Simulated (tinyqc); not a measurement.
Bond length: bond-orbital model of a tetrahedral semiconductor (Harrison's universal couplings).

Hybrid level eh = (es + 3 ep)/4; metallic energy V1 = (ep - es)/4 for each atom; covalent energy V2 = 3.22 hbar^2/(m d^2); polar energy V3 = (ehc - eha)/2; hbar^2/m = 2c, c = hbar^2/2m0. Polarity ap = V3/sqrt(V2^2 + V3^2), covalency ac = V2/sqrt(V2^2 + V3^2). p-p coupling at Gamma Exx = (4/3)(2.22 - 2 x 0.63) hbar^2/(m d^2) = 1.28 hbar^2/(m d^2), s-s coupling Ess = 4 x 1.32 hbar^2/(m d^2).

Constants: hbar^2/2m0 = 3.80998211 eV angstrom^2.

Inputs chosen for the exercise (near tabulated values for InAs; the model gives trends, and its gaps can be far from the real ones; not measured data):

| symbol | value | unit | meaning |
|---|---|---|---|
| esc | -10.02 | eV | s level, cation |
| epc | -5.36 | eV | p level, cation |
| esa | -18.85 | eV | s level, anion |
| epa | -8.9 | eV | p level, anion |
| d | 2.61 | angstrom | bond length |
| Z | 5 |  | valence electrons of the anion |

d is scaled; levels stay. E0 is the s-like conduction level less Ev at Gamma (Ess = 5.28 u, Exx = 1.28 u); Z* = 4 ap - (Z - 4).

Against d:

| d/d0 | V2 (eV) | ap | Z* | Ev (eV) | E0 (eV) |
|---|---|---|---|---|---|
| 0.94 | 4.076 | 0.5122 | 1.049 | -9.530 | 3.105 |
| 0.96 | 3.908 | 0.5282 | 1.113 | -9.485 | 2.832 |
| 0.98 | 3.750 | 0.5440 | 1.176 | -9.444 | 2.580 |
| 0.99 | 3.675 | 0.5518 | 1.207 | -9.425 | 2.460 |
| 1.00 | 3.602 | 0.5595 | 1.238 | -9.407 | 2.346 |
| 1.01 | 3.531 | 0.5671 | 1.268 | -9.389 | 2.235 |
| 1.02 | 3.462 | 0.5747 | 1.299 | -9.372 | 2.129 |
| 1.04 | 3.330 | 0.5897 | 1.359 | -9.340 | 1.927 |

What does the comparison show, and why?

Compression raises V2 and E0: dE0/d ln(volume) = -3.75 eV, of which the valence band gives -0.60. The polarity falls under compression, from 0.559 to 0.512 at 0.94 (SiC is a known exception, whose effective charge rises under pressure).

Program tinyqc; command `OMP_NUM_THREADS=1 python tinyqc.py 1481586 1481587 out.jsonl`; about 0.01 s on one thread of a shared Intel(R) Xeon(R) Processor @ 2.30GHz.
